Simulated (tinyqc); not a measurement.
Ranking of structures: pair-potential crystal by lattice sums. Computed by tinyqc, a small Python program. Command: `OMP_NUM_THREADS=1 python tinyqc.py 3030375 3030376 out.jsonl pairsum walk`. One thread of a shared host (Intel(R) Xeon(R) Processor @ 2.30GHz), about 0.02 s of CPU time with the checks.

Energy per atom E = (1/2) sum over neighbours of phi(r); d is the nearest-neighbour distance.

Inputs (values chosen for the exercise, for model atoms):
```
quantity               value      unit
well depth eps          0.27        eV
pair minimum r0         2.44  angstrom
cut-off r_c/r0          1.65         -
repulsive exponent n      16         -
attractive exponent m      6         -
```

Potential: Mie n-m. Structure: hcp.

Constants: 1 eV/angstrom^3 = 160.2176634 GPa.

Method:
- phi0(r) = eps [m (r0/r)^n - n (r0/r)^m]/(n - m); shifted-force cut-off: phi(r) = phi0(r) - phi0(r_c) - (r - r_c) phi0'(r_c) for r < r_c, zero beyond.
- Shells (distance in units of d, count): fcc 1.0000 (12), 1.4142 (6), 1.7321 (24), 2.0000 (12), 2.2361 (24), 2.4495 (8), 2.6458 (48), 2.8284 (6), 3.0000 (36), 3.1623 (24); hcp 1.0000 (12), 1.4142 (6), 1.6330 (2), 1.7321 (18), 1.9149 (12), 2.0000 (6), 2.2361 (12), 2.3805 (12), 2.4495 (6), 2.5166 (6), 2.5820 (12), 2.6458 (24), 2.7080 (6), 2.8868 (12), 3.0000 (12), 3.1091 (24), 3.1623 (12); bcc 1.0000 (8), 1.1547 (6), 1.6330 (12), 1.9149 (24), 2.0000 (8), 2.3094 (6), 2.5166 (24), 2.5820 (24), 2.8284 (24), 3.0000 (32); sc 1.0000 (6), 1.4142 (12), 1.7321 (8), 2.0000 (6), 2.2361 (24), 2.4495 (24), 2.8284 (12), 3.0000 (30), 3.1623 (24); diamond 1.0000 (4), 1.6330 (12), 1.9149 (12), 2.3094 (6), 2.5166 (12), 2.8284 (24), 3.0000 (16). Volumes per atom in d^3: fcc 0.70711, hcp 0.70711, bcc 0.76980, sc 1.00000, diamond 1.53960; hcp has the ideal c/a. Every shell inside the cut-off is summed.
- Equilibrium: dE/dd = 0 at the lowest minimum with d between 0.78 r0 and 1.45 r0; B = d^2 E''(d)/(9 Omega).

Each structure at its own equilibrium:
```
structure  neighbours  d (angstrom)  E (eV/atom)  volume (angstrom^3)  B (GPa)
fcc                12        2.4376      -1.2317               10.242   265.55
hcp                12        2.4374      -1.2318               10.239   264.39
bcc                 8        2.3976      -1.1315               10.610   232.25
sc                  6        2.4089      -0.6845               13.979   114.69
diamond             4        2.4453      -0.3972               22.513    34.57
```

What does the comparison show, and why?

The order is hcp < fcc < bcc < sc < diamond; hcp lies 0.058 meV below fcc. fcc (-1.231710 eV) and hcp (-1.231768 eV) share two shells and differ from the third on. Pair forces reward the number of bonds: diamond reaches only 32 % of the best binding. Caution: each structure is relaxed in d alone and may be unstable against shear; the tiny fcc-hcp difference depends on the cut-off.

Extremes, crossings and ranges named in words are read from the listed rows.
